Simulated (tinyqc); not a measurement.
# Reverse leakage of an n+-p junction: diffusion, generation, trap-assisted and band-to-band tunnelling: what changes with what

One-sided abrupt junction in the depletion approximation, x from the junction (0) to W on the p side, field F = F0 (1 - x/W). Flat quasi-Fermi levels, long p side. Traps generate through SRH with both lifetimes shortened by 1 + Gamma (Hurkx enhancement, form for moderate fields); band-to-band generation is local and needs a total bending above Eg.

Values chosen for this exercise; band and dielectric values close to those of silicon:
- T = 400 K (temperature)
- Eg = 1.12 eV (band gap)
- eps_r = 11.7 (relative permittivity)
- Nc = 4.28e19 cm^-3 (conduction-band density of states at T)
- Nv = 4.08e19 cm^-3 (valence-band density of states at T)
- Na = 1.2e16 cm^-3 (acceptor density of the lighter side)
- Nd = 1e19 cm^-3 (donor density of the heavier side)
- tau = 4e-9 s (SRH lifetime of both carriers at zero field)
- Et = 0 eV (trap level above the intrinsic level)
- mt = 0.26 m0 (tunnelling mass)
- Dn = 3.9 cm^2/s (electron diffusion coefficient on the lighter side)
- Ab = 4.2e14 cm^-0.5 V^-2.5 s^-1 (band-to-band prefactor)
- Bb = 1.94e7 V/cm (band-to-band field constant)
- VR = 2.2 V (reverse bias)

Constants: q = 1.602176634e-19 C, kB = 1.380649e-23 J/K, hbar = 1.054571817e-34 J s, m0 = 9.1093837015e-31 kg, Vt = kB T/q, eps0 = 8.8541878128e-14 F/cm where lengths are in cm. Results are converted to the units shown.

Each table varies one quantity; the others keep the values above.

## Leakage components against the trap level above the intrinsic level

ni = sqrt(Nc Nv) exp(-Eg/(2 Vt)), Eg in volts; Vbi = Vt ln(Na Nd/ni^2); W = sqrt(2 eps0 eps_r (Vbi + VR)/(q Na)); F0 = 2 (Vbi + VR)/W; FG = sqrt(24 mt m0 (kB T)^3)/(q hbar); J_diff = q ni^2 sqrt(Dn/tau)(1 - exp(-VR/Vt))/Na. u = (Vbi + VR)(1 - x/W)^2, p = Na exp(-u/Vt), n = Nd exp((u - Vbi - VR)/Vt); G0 = ni^2 (1 - exp(-VR/Vt))/(tau (n + p + 2 ni cosh(Et/Vt))); Gamma = 2 sqrt(3 pi)(F/FG) exp((F/FG)^2); trap-assisted part G0 Gamma; G_bb = Ab F^2.5 exp(-Bb/F) with F in V/cm, zero unless Vbi + VR > Eg. Currents are q times the integrals over 0 to W; J_bb under 1e-8 of J is printed as 0; rows with F0/FG above 2.2, beyond the range of this Gamma, are left out.

The same in every row: F0 (kV/cm) = 105; F0/FG = 0.182; J_diff (A/cm^2) = 5.63e-6; J_bb (A/cm^2) = 0.

Leakage components against the trap level above the intrinsic level:
```
Et (eV)  J_SRH (A/cm^2)  J_TAT (A/cm^2)  J (A/cm^2)    largest part
-0.3            1.29e-6         7.28e-7     7.65e-6       diffusion
-0.2            2.01e-5         1.24e-5     3.82e-5  SRH generation
-0.1            3.15e-4         2.08e-4     5.29e-4  SRH generation
0               0.00261         0.00178     0.00440  SRH generation
0.1             3.15e-4         2.08e-4     5.29e-4  SRH generation
0.2             2.01e-5         1.24e-5     3.82e-5  SRH generation
0.3             1.29e-6         7.28e-7     7.65e-6       diffusion
```

What does the table show?

J goes from 7.65e-6 through a maximum of 0.00440 (at Et = 0 among the rows listed) to 7.65e-6 A/cm^2. Diffusion leads at Et = -0.3, SRH generation from -0.2, diffusion from 0.3 on.

## Leakage components against the reverse bias

Same model as above.

The same in every row: J_bb (A/cm^2) = 0.

Results:
```
VR (V)  F0 (kV/cm)  F0/FG  J_diff (A/cm^2)  J_SRH (A/cm^2)  J_TAT (A/cm^2)  J (A/cm^2)              largest part
0.2           60.6  0.105          5.62e-6         4.99e-4         1.94e-4     6.99e-4            SRH generation
1             81.5  0.141          5.63e-6         0.00155         8.25e-4     0.00238            SRH generation
1.8           98.0  0.169          5.63e-6         0.00229         0.00146     0.00376            SRH generation
3.4            125  0.215          5.63e-6         0.00344         0.00275     0.00620            SRH generation
4.2            136  0.235          5.63e-6         0.00392         0.00340     0.00733            SRH generation
5              147  0.253          5.63e-6         0.00435         0.00406     0.00842            SRH generation
5.8            156  0.270          5.63e-6         0.00476         0.00473     0.00949            SRH generation
6.6            166  0.286          5.63e-6         0.00514         0.00540      0.0105  trap-assisted tunnelling
```

Estimate the missing row, VR = 2.6 V.

Computed row:
```
VR (V)  F0 (kV/cm)  F0/FG  J_diff (A/cm^2)  J_SRH (A/cm^2)  J_TAT (A/cm^2)  J (A/cm^2)    largest part
2.6            112  0.194          5.63e-6         0.00291         0.00210     0.00502  SRH generation
```

With this row back in the table: J rises from 6.99e-4 to 0.0105 A/cm^2. SRH generation leads at VR = 0.2, trap-assisted tunnelling from 6.6 on. The ratio J_TAT/J_SRH goes from 0.388 to 1.05 as F0/FG goes from 0.105 to 0.286.

Numbers from tinyqc (`OMP_NUM_THREADS=1 python tinyqc.py 2290066 2290067 out.jsonl`; about 0.01 s on one thread of a shared Intel Xeon 2.30GHz).
